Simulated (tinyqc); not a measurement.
Low-temperature mobility of a two-dimensional electron gas with static screening: one step, computed by the program tinyqc. Command: `OMP_NUM_THREADS=1 python tinyqc.py 3000028 3000029 out.jsonl twodeg walk`. One thread of a shared host (Intel(R) Xeon(R) Processor @ 2.30GHz), about 0.01 s of CPU time with the checks.

One subband is filled, the gas is degenerate and scatters at the Fermi circle; one permittivity serves on both sides of the interface. All formulas are in SI units, masses times m_0. Piezoelectric and polar phonons are left out, and n_s is taken as set by a gate, independent of N_i.

Task: Remote charges. Form factors with u = q/b: screening G(q) = [1 + 9u/8 + 3u^2/8]/(1 + u)^3, remote charge P(q) = exp(-q d)/(1 + u)^3. Dielectric function eps(q) = 1 + q_TF G(q)/q, with q = 2 k_F sin(theta/2). Remote charges: <|U|^2> = N_i [e^2 P(q)/(2 eps eps_0 q)]^2. 1/tau_t = (m/(pi hbar^3)) int_0^pi (1 - cos theta) <|U|^2>/eps(q)^2 dtheta; the quantum rate 1/tau_q drops the factor (1 - cos theta); 200 Gauss-Legendre points in s with theta = pi s^2, s from 0 to 1; mu = e tau_t/m.

Inputs (values chosen for the exercise, modelled on a silicon inversion layer):

| quantity | value | unit |
|---|---|---|
| in-plane mass m | 0.188 | m_0 |
| permittivity eps | 11.6 | - |
| roughness height Delta | 0.47 | nm |
| correlation length Lambda | 2.8 | nm |
| remote charge density N_i | 1.7e+12 | 1/cm^2 |
| distance d of the charges from the interface | 1.2 | nm |

Wave function: Fang-Howard. Roughness spectrum: exponential.

k_F = 0.1482941 1/nm

b = 1.071595 1/nm

q_TF = 1.225064 1/nm

effective field F = 0.09983519 MV/cm

Constants: m_0 = 9.1093837015e-31 kg; hbar = 1.054571817e-34 J s; e = 1.602176634e-19 C; eps_0 = 8.8541878128e-12 F/m.

Give: tau_t, charges; tau_q, charges; remote-charge mobility; tau_t/tau_q, charges.

Result:

tau_t, charges = 0.1853 ps

tau_q, charges = 0.1084 ps

remote-charge mobility = 1734 cm^2/(V s)

tau_t/tau_q, charges = 1.710
